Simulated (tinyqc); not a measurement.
Two-band massive Dirac model of the K valleys: sweeps and comparisons. A value that a table varies takes the place of the one given here.

Basis (conduction, valence): H = [[D/2, a t (tau kx - i ky)], [a t (tau kx + i ky), -D/2 + lam tau sz]], valley tau = +/-1, spin sz = +/-1. The gap of a spin and valley is G = D - lam tau sz. Berry curvature Omega = curl of i<u|grad u>; for the conduction band Omega_c = -tau 2 a^2 t^2 G/(G^2 + 4 a^2 t^2 k^2)^(3/2), and Omega_v = -Omega_c.

Constants: hbar^2/2m0 = 3.80998211 eV angstrom^2.

Inputs chosen for the exercise (near those used for monolayer MoSe2; not measured data): a = 3.319 angstrom (lattice constant); D = 1.57 eV (gap parameter); t = 1.01 eV (effective hopping); lam = 0.078 eV (half the valence spin splitting).

## Away from the valley

Flavour tau = +1, sz = +1. Parabolic transition energy G + 2 a^2 t^2 k^2/G; degree of circular polarisation eta = 2 cos(theta)/(1 + cos^2(theta)). The last column is the Berry flux of the conduction band inside |k|, over 2 pi: -(1 - cos(theta))/2, cos(theta) = G/(transition energy).

Along |k|:

| \|k\| (1/angstrom) | transition (eV) | parabolic (eV) | Omega_c (angstrom^2) | eta | flux/2 pi |
|---|---|---|---|---|---|
| 0.000 | 1.4920 | 1.4920 | -10.096 | 1.0000 | 0.0000 |
| 0.025 | 1.5014 | 1.5014 | -9.908 | 1.0000 | -0.0031 |
| 0.050 | 1.5292 | 1.5297 | -9.377 | 0.9997 | -0.0122 |
| 0.075 | 1.5745 | 1.5767 | -8.591 | 0.9986 | -0.0262 |
| 0.100 | 1.6357 | 1.6426 | -7.662 | 0.9958 | -0.0439 |
| 0.150 | 1.7993 | 1.8309 | -5.757 | 0.9827 | -0.0854 |
| 0.200 | 2.0060 | 2.0945 | -4.154 | 0.9577 | -0.1281 |
| 0.300 | 2.5043 | 2.8477 | -2.135 | 0.8794 | -0.2021 |

The curvature halves at |k| = 0.171 1/angstrom, where 2 a t k = 0.766 G. At 0.3 the parabola is 343 meV too high, eta has fallen only to 0.879, and the flux has reached -0.202 of the -1/2 that a whole cone holds. The real bands leave this model beyond about 0.1 to 0.2 1/angstrom, where trigonal warping and other bands enter.

## Hole doping of the spin-split valence bands

The Fermi level lies E below the top of the valence band. kF for the upper and lower band of valley +1 from the two-band energy; each flavour holds kF^2/(4 pi) holes per area and both valleys count. Spin polarisation within one valley; Berry flux removed from valley +1, the sum of (1 - cos(theta_F))/2 with cos(theta_F) = G/sqrt(G^2 + 4 a^2 t^2 kF^2), in units of 2 pi.

Holes:

| E (meV) | kF upper (1/angstrom) | kF lower | p (1e12/cm^2) | spin polarisation in a valley | flux/2 pi |
|---|---|---|---|---|---|
| 19.5 | 0.0512 | 0.0000 | 4.17 | 1.000 | 0.0127 |
| 39.0 | 0.0729 | 0.0000 | 8.46 | 1.000 | 0.0248 |
| 78.0 | 0.1044 | 0.0000 | 17.34 | 1.000 | 0.0473 |
| 117.0 | 0.1294 | 0.0000 | 26.66 | 1.000 | 0.0678 |
| 148.2 | 0.1471 | 0.0000 | 34.43 | 1.000 | 0.0829 |
| 171.6 | 0.1594 | 0.0481 | 44.11 | 0.833 | 0.1028 |
| 234.0 | 0.1896 | 0.1095 | 76.27 | 0.500 | 0.1626 |
| 312.0 | 0.2238 | 0.1583 | 119.58 | 0.333 | 0.2270 |

Up to E = 2 lam = 156 meV, a density of 36.4e12/cm^2, only the upper band of this model is emptied and each valley is fully spin-polarised, oppositely in the two. Beyond it the polarisation falls, to 0.33 in the last row. The flux, times e^2/h, is in size the change of the Hall conductivity of one valley; the other valley cancels it in the charge current. Rows with kF above about 0.2 1/angstrom lie beyond the range of the model, and in real layers the valley at Gamma, close below in MoS2 and WS2, can take holes as well.

## What each parameter does

Flavour tau = sz = +1 at k = 0: gap G, mass c G/(a t)^2 with c = hbar^2/2m0, Omega_c, and the B - A splitting 2 lam. Each row changes one parameter from the base and keeps the others.

Results:

| case | G (eV) | mass (m0) | Omega_c (angstrom^2) | B - A (eV) |
|---|---|---|---|---|
| base | 1.4920 | 0.5059 | -10.096 | 0.1560 |
| a = 3.3854 angstrom | 1.4920 | 0.4862 | -10.504 | 0.1560 |
| D = 1.413 eV | 1.3350 | 0.4526 | -12.610 | 0.1560 |
| t = 1.111 eV | 1.4920 | 0.4181 | -12.216 | 0.1560 |
| lam = 0.117 eV | 1.4530 | 0.4926 | -10.645 | 0.2340 |

The largest shifts from the base row, up to three for each result and ties (the steps differ in size, so this ranks the rows, not the parameters). G (eV): D -0.1570, lam -0.0390; unchanged at the printed digits by a and t. mass (m0): t -0.0878, D -0.0532, a -0.0196. Omega_c (angstrom^2): D -2.514, t -2.120, lam -0.549. B - A (eV): lam +0.0780; unchanged at the printed digits by a, D and t. The mass goes as G/(a t)^2 and the curvature as (a t)^2/G^2, so their product is -2c/G.

Computed by tinyqc, a small Python program: `OMP_NUM_THREADS=1 python tinyqc.py 1481502 1481503 out.jsonl` (the numbers bound the seed that draws the inputs); one thread of a shared host (Intel(R) Xeon(R) Processor @ 2.30GHz), about 0.01 s for the whole set of steps.
